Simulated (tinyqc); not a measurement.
Inside a calculation. Method: ROHF in the 6-31g basis, for H3, spin multiplicity 2. One step of it, computed by the program tinyqc.

Task: Iteration 1: diagonalisation and new density. Diagonalise F' = X^T F X, C = X C', fill 2 alpha and 1 beta electrons from the bottom; D(s) = C_occ C_occ^T. Each column has its largest component positive (the first on a tie).

effective F (hartree):
```
           1H 1s      1H 2s      2H 1s      2H 2s      3H 1s      3H 2s
1H 1s   0.002387  -0.498843  -0.394032  -0.450284  -0.394193  -0.450349
1H 2s  -0.498843  -0.420633  -0.405485  -0.421215  -0.405616  -0.421273
2H 1s  -0.394032  -0.405485   0.059760  -0.421283  -0.212722  -0.340443
2H 2s  -0.450284  -0.421215  -0.421283  -0.339975  -0.340512  -0.387210
3H 1s  -0.394193  -0.405616  -0.212722  -0.340512   0.059676  -0.421393
3H 2s  -0.450349  -0.421273  -0.340443  -0.387210  -0.421393  -0.340086
```

X:
```
               1          2          3          4          5         6
1H 1s  -0.791046   0.000189   0.651476   0.885857  -0.000222  0.189036
1H 2s   2.081764  -0.000437  -0.548600   0.287934  -0.000071  0.259383
2H 1s   0.400967  -0.714134   0.753327  -0.408990   0.641516  0.174406
2H 2s  -1.070127   1.507298  -0.491760  -0.200571   0.303966  0.247693
3H 1s   0.401339   0.713894   0.753305  -0.409414  -0.641322  0.174416
3H 2s  -1.071071  -1.506799  -0.491813  -0.200746  -0.303821  0.247701
```

Give: F' = X^T F X; orbital energies; coefficients C; D(alpha) after iteration 1; D(beta) after iteration 1.

Result:

F' = X^T F X (hartree):
```
         1        2        3        4        5        6
1   0.7893   0.0000   0.0730  -0.4824   0.0000   0.0043
2   0.0000   0.8401  -0.0001   0.0000  -0.3276   0.0000
3   0.0730  -0.0001   0.8537  -0.0461   0.0000  -0.1114
4  -0.4824   0.0000  -0.0461   0.5326   0.0000  -0.0661
5   0.0000  -0.3276   0.0000   0.0000   0.1698   0.0001
6   0.0043   0.0000  -0.1114  -0.0661   0.0001  -0.6253
```

orbital energies (hartree): MO1 -0.6380, MO2 0.0363, MO3 0.1646, MO4 0.8411, MO5 0.9736, MO6 1.1827

coefficients C:
```
          MO1      MO2      MO3      MO4      MO5      MO6
1H 1s  0.2832  -0.0001   0.1892   0.9075  -0.0002  -0.9650
1H 2s  0.2671  -0.0002   1.4971  -0.8916   0.0001   1.2951
2H 1s  0.2097   0.3246  -0.1039   0.5699  -0.9037   0.7389
2H 2s  0.1798   0.8503  -0.8169  -0.3275   1.2812  -0.8255
3H 1s  0.2099  -0.3244  -0.1040   0.5705   0.9029   0.7394
3H 2s  0.1799  -0.8500  -0.8176  -0.3284  -1.2806  -0.8260
```

D(alpha) after iteration 1:
```
        1H 1s   1H 2s    2H 1s    2H 2s    3H 1s    3H 2s
1H 1s  0.0802  0.0756   0.0594   0.0509   0.0594   0.0510
1H 2s  0.0756  0.0714   0.0559   0.0478   0.0561   0.0483
2H 1s  0.0594  0.0559   0.1494   0.3137  -0.0613  -0.2382
2H 2s  0.0509  0.0478   0.3137   0.7554  -0.2381  -0.6904
3H 1s  0.0594  0.0561  -0.0613  -0.2381   0.1493   0.3135
3H 2s  0.0510  0.0483  -0.2382  -0.6904   0.3135   0.7549
```

D(beta) after iteration 1:
```
        1H 1s   1H 2s   2H 1s   2H 2s   3H 1s   3H 2s
1H 1s  0.0802  0.0756  0.0594  0.0509  0.0594  0.0509
1H 2s  0.0756  0.0714  0.0560  0.0480  0.0561  0.0481
2H 1s  0.0594  0.0560  0.0440  0.0377  0.0440  0.0377
2H 2s  0.0509  0.0480  0.0377  0.0323  0.0377  0.0323
3H 1s  0.0594  0.0561  0.0440  0.0377  0.0440  0.0378
3H 2s  0.0509  0.0481  0.0377  0.0323  0.0378  0.0324
```
